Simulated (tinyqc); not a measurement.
Composition and strain of an epitaxial Si(1-x)Ge(x) layer from Raman and X-ray peaks: one step, computed by the program tinyqc. Command: `OMP_NUM_THREADS=1 python tinyqc.py 3028975 3028976 out.jsonl epiraman walk`. One thread of a shared host (Intel(R) Xeon(R) Processor @ 2.30GHz), about 0.01 s of CPU time with the checks.

A (001) layer, biaxially strained in the plane. The Raman peaks follow empirical lines omega = w0 + c1 x + c3 x^3 + b eps (c3 for Si-Ge alone), with eps the in-plane strain.

Problem. Lattice constants and strain. Relaxed lattice constant a(x) = a_Si + (a_Ge - a_Si) x - B x (1 - x). In-plane constant a_par = a_sub + R (a(x) - a_sub); eps = a_par/a(x) - 1; eps_perp = -(2 C12/C11) eps with 2 C12/C11 linear in x; a_perp = a(x) (1 + eps_perp).

Inputs (values chosen for the exercise, modelled on silicon-germanium): Ge fraction x = 0.65; degree of relaxation R = 0.61; lattice constant of Si = 5.431 angstrom; lattice constant of Ge = 5.658 angstrom; bowing B = 0.026 angstrom; 2 C12/C11 of Si = 0.767; 2 C12/C11 of Ge = 0.752.

Substrate: silicon.

Give: relaxed constant a(x); substrate constant a_sub; a_par; in-plane strain eps; strain along the normal; a_perp.

Solution.

relaxed constant a(x) = 5.572635 angstrom

substrate constant a_sub = 5.431 angstrom

a_par = 5.517 angstrom

in-plane strain eps = -9.912 per mille

strain along the normal = 7.506 per mille

a_perp = 5.614 angstrom

The layer is under compression in the plane and is stretched along the normal.
